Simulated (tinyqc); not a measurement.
# One-sided p+-n junction, ionisation integral and breakdown, step by step

Program tinyqc, `OMP_NUM_THREADS=1 python tinyqc.py 2120057 2120058 out.jsonl`; Intel Xeon 2.30GHz, shared host, one thread, about 0.05 s. Printed values are rounded.

A p+ layer at x < 0 and an n drift layer from x = 0. Depletion approximation, built-in voltage neglected. Local ionisation coefficients alpha_n = an exp(-(bn/E)^mx), alpha_p = ap exp(-(bp/E)^mx). Electrons move towards +x, holes towards x = 0.

Parameters, values chosen for the exercise; material values close to those of silicon:

| symbol | value | unit | meaning |
|---|---|---|---|
| eps_r | 11.8 |  | relative permittivity |
| an | 6.77e5 | 1/cm | prefactor of the electron ionisation coefficient |
| bn | 1.32e6 | V/cm | field constant for electrons |
| ap | 1.51e6 | 1/cm | prefactor of the hole ionisation coefficient |
| bp | 2.04e6 | V/cm | field constant for holes |
| mx | 1 |  | exponent |
| N | 6.4e14 | cm^-3 | donor density of the drift layer |
| V | 351 | V | reverse voltage |
| fr | 0.6 |  | share of the depleted width that the grid covers |

Constants: q = 1.602176634e-19 C, eps0 = 8.8541878128e-14 F/cm where lengths are in cm. Results are converted to the units shown.

## Field and ionisation coefficients on a grid

W = sqrt(2 eps0 eps_r V/(q N)), peak field E0 = q N W/(eps0 eps_r), falling linearly to 0 at W. Grid: 13 equal steps from 0 to fr W.

W = 26.74476 um

```
point,x (um),E (kV/cm),alpha_n (1/cm),alpha_p (1/cm)
0,0.00000,262.4813,4431.516,636.2796
1,1.23437,250.3668,3474.346,436.8432
2,2.46875,238.2523,2657.338,288.6650
3,3.70312,226.1377,1974.906,182.4670
4,4.93749,214.0232,1419.232,109.5021
5,6.17187,201.9087,980.2602,61.80865
6,7.40624,189.7942,645.8220,32.43163
7,8.64062,177.6797,401.9493,15.58459
8,9.87499,165.5651,233.3952,6.727375
9,11.10936,153.4506,124.3761,2.543243
10,12.34374,141.3361,59.50056,0.8137834
11,13.57811,129.2216,24.78933,0.2103003
12,14.81248,117.1070,8.616575,0.04107565
13,16.04686,104.9925,2.346917,0.005503697
```

## Ionisation integrals by the trapezoid rule

G(x) = integral from 0 to x of (alpha_n - alpha_p); I_n = integral of alpha_n exp(-G) (electrons injected at x = 0), I_p = integral of alpha_p exp(G(end) - G) (holes injected at the far edge); M = 1/(1 - I). All integrals by the trapezoid rule on the grid.

```
point,G,alpha_n exp(-G) (1/cm)
0,0.000000,4431.516
1,0.421708,2278.913
2,0.755370,1248.516
3,1.012188,717.726
4,1.203650,425.907
5,1.341170,256.377
6,1.435714,153.670
7,1.497417,89.919
8,1.535253,50.274
9,1.556762,26.221
10,1.567903,12.405
11,1.573042,5.142
12,1.575088,1.784
13,1.575762,0.485
```

I_n = 0.9236636
I_p = 0.5186058
M_n = 13.09992
M_p = 2.077300

A grid of 1500 steps over the whole width gives I_n = 0.8935 and I_p = 0.4894; the coarse I_n is 3.4 % above and the coarse I_p 6.0 % above those values. Electrons multiply more: on this coarse grid M - 1 is 11.2 times as large for them.

## Breakdown voltage by secant steps

G(x) = integral from 0 to x of (alpha_n - alpha_p); I_n = integral of alpha_n exp(-G) (electrons injected at x = 0), I_p = integral of alpha_p exp(G(end) - G) (holes injected at the far edge); M = 1/(1 - I). Secant steps on ln I_n(V) = 0 with the integrals on a fine grid (1500 steps), from the points V = 269 and 353 V; stop when the step is below 1e-7 of V.

Course of the iteration:
```
step,V (V),I_n,change of V (V)
1,353,0.9014177,14.9
2,367.9167,0.9568106,11.0
3,378.9598,0.9940123,1.74
4,380.6985,0.9995779,0.131
5,380.8300,0.9999955,1.40e-3
6,380.8314,1.000000,1.06e-6
```

Breakdown at 380.83 V, with a peak field of 273.4 kV/cm and W = 27.86 um. The integral for holes reaches 1 at the same voltage.
